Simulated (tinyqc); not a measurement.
Bulk resistivity and mean free path from two films.

Problem. In the thick-film limit single-crystal films obey rho = rho0 (1 + 3 (1 - ps) lam/(8 d)). Find rho0, lam and the product rho0 lam.

Values chosen for this exercise: specular share of surface scattering ps = 0.

rho at d = 63 and 340 nm (uohm cm): [2.0616548, 1.7425713]

Solution. rho is a straight line in 1/d: the intercept is rho0 and the slope (3/8)(1 - ps) rho0 lam. Without ps only the product (1 - ps) lam could be found.

rho0 = 1.67 uohm cm
lam = 39.4 nm
rho0 lam = 65.8 uohm cm nm

Program tinyqc, `OMP_NUM_THREADS=1 python tinyqc.py 2100154 2100155 out.jsonl`; Intel Xeon 2.30GHz, shared host, one thread, about 0.01 s.
